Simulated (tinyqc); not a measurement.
Chemical-mechanical planarisation: Preston law, pattern density and step-height reduction: one step, computed by the program tinyqc.

A row of 12 cells, repeated periodically, holds raised features that cover a share rho of each cell.

Task: State at time t. While h > h_c only raised areas polish, at R0/rho_eff, until t_c = rho_eff (h0 - h_c)/R0. After that h = h_c exp(-(t - t_c)/tau), tau = rho_eff h_c/R0; low areas polish at R0 (1 - h/h_c) and raised areas at R0 [1 + (1 - rho_eff) h/(rho_eff h_c)]. Removed from raised areas after t_c: h0 - h_c + R0 (t - t_c) + (1 - rho_eff)(h_c - h); from low areas: R0 (t - t_c) - rho_eff (h_c - h). Film left = z0 less the removal from raised areas.

Inputs (values chosen for the exercise, close to those used for oxide polishing):

| quantity | value | unit |
|---|---|---|
| initial step height h0 | 150 | nm |
| contact height h_c | 27 | nm |
| film above the raised areas z0 | 300 | nm |
| polish time t | 30 | s |

effective densities: 0.3641590  0.3489828  0.4014824  0.4844575  0.5240003  0.5682491  0.6266254  0.5840801  0.4386609  0.3399583  0.3451082  0.3742359

blanket rate R0 = 5.220908 nm/s

Give: Cells; range of film left across the row; largest remaining step; thinnest film left.

Result:

Cells:

| cell | rho_eff | t_c (s) | step h (nm) | removed, raised (nm) | removed, low (nm) | film left on raised areas (nm) |
|---|---|---|---|---|---|---|
| 1 | 0.3642 | 8.58 | 0.0003 | 252.0 | 102.0 | 48.00 |
| 2 | 0.3490 | 8.22 | 0.0002 | 254.3 | 104.3 | 45.72 |
| 3 | 0.4015 | 9.46 | 0.0014 | 246.4 | 96.4 | 53.60 |
| 4 | 0.4845 | 11.41 | 0.0162 | 234.0 | 84.0 | 66.05 |
| 5 | 0.5240 | 12.34 | 0.0400 | 228.0 | 78.0 | 71.99 |
| 6 | 0.5682 | 13.39 | 0.0947 | 221.3 | 71.4 | 78.65 |
| 7 | 0.6266 | 14.76 | 0.2451 | 212.5 | 62.8 | 87.46 |
| 8 | 0.5841 | 13.76 | 0.1249 | 219.0 | 69.1 | 81.04 |
| 9 | 0.4387 | 10.33 | 0.0046 | 240.8 | 90.8 | 59.17 |
| 10 | 0.3400 | 8.01 | 0.0001 | 255.6 | 105.6 | 44.37 |
| 11 | 0.3451 | 8.13 | 0.0001 | 254.9 | 104.9 | 45.14 |
| 12 | 0.3742 | 8.82 | 0.0005 | 250.5 | 100.5 | 49.51 |

range of film left across the row = 43.09 nm

largest remaining step = 0.2451 nm

thinnest film left = 44.37 nm

12 of 12 cells have reached contact. The cell with the lowest rho_eff has lost the most film from its raised areas.
